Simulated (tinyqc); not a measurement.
Reduced Fermi level from a carrier density: charge neutrality of a doped semiconductor with incomplete ionisation. Computed by tinyqc, a small Python program. Command: `OMP_NUM_THREADS=1 python tinyqc.py 3014481 3014482 out.jsonl dopant walk`. One thread of a shared host (Intel(R) Xeon(R) Processor @ 2.30GHz), about 0.03 s of CPU time with the checks.

Energies are counted from the top of the valence band; E_D is measured down from the conduction band and E_A up from the valence band.

Inputs (values chosen for the exercise, modelled on CdTe): gap at 0 K E_g0 = 1.64 eV; Varshni alpha = 0.000302 eV/K; Varshni beta = 110 K; electron mass m_e = 0.0981 m_0; valleys M_c = 1; hole mass m_h = 0.632 m_0; temperature T = 450 K.

Doping: p-type, compensated. Statistics of the bands: Boltzmann.

ratios u of density to N: [0.022, 0.065, 0.19, 0.55, 1.6, 4.6, 13]

Constants: m_0 = 9.1093837015e-31 kg; k_B = 1.380649e-23 J/K; h = 6.62607015e-34 J s; k_B = 8.617333262e-05 eV/K.

Method:
- E_g = E_g0 - alpha T^2/(T + beta).
- N_c = 2 M_c (2 pi m_e k_B T/h^2)^(3/2) and N_v = 2 (2 pi m_h k_B T/h^2)^(3/2), masses in units of m_0.
- n_i = sqrt(N_c N_v) exp(-E_g/(2 k_B T)); E_i = E_g/2 + (k_B T/2) ln(N_v/N_c).
- F_1/2(eta) = (2/sqrt(pi)) int_0^infinity sqrt(x)/(1 + exp(x - eta)) dx, by the trapezoid rule in t = sqrt(x) with step 0.02 up to t = 12 (for eta < -12 by exp(eta) - exp(2 eta)/2^(3/2)).
- For u = density/N of the majority band, eta solves F_1/2(eta) = u (bisection). Boltzmann: ln u. Joyce-Dixon: ln u + u/sqrt(8) - 4.95009e-3 u^2 + 1.48386e-4 u^3 - 4.42563e-6 u^4. Degenerate limit: (3 sqrt(pi) u/4)^(2/3). The last column is (eta - ln u) k_B T.

N_v = 2.31625e+19 cm^-3

k_B T = 0.0387780 eV

Eta by four rules:
```
u      density (cm^-3)    exact  Boltzmann  Joyce-Dixon  degenerate  Boltzmann error (meV)
0.022       5.0957e+17  -3.8089    -3.8167      -3.8089      0.0949             3.0153e-01
0.065       1.5056e+18  -2.7104    -2.7334      -2.7104      0.1954             8.9035e-01
0.19        4.4009e+18  -1.5937    -1.6607      -1.5937      0.3996             2.5980e+00
0.55        1.2739e+19  -0.4049    -0.5978      -0.4049      0.8116             7.4834e+00
1.6         3.7060e+19   1.0236     0.4700       1.0236      1.6539             2.1467e+01
4.6         1.0655e+20   3.0603     1.5261       3.0601      3.3440             5.9496e+01
13          3.0111e+20   6.5562     2.5649       6.5242      6.6843             1.5477e+02
```

Boltzmann statistics place E_F within 1 meV of the exact value up to u = 0.0650 of those listed and miss by 155 meV at u = 13. Joyce-Dixon stays within 0.01 in eta up to u = 4.60; the degenerate limit is still 2.0 % high at the last u. A parabolic band is assumed throughout.
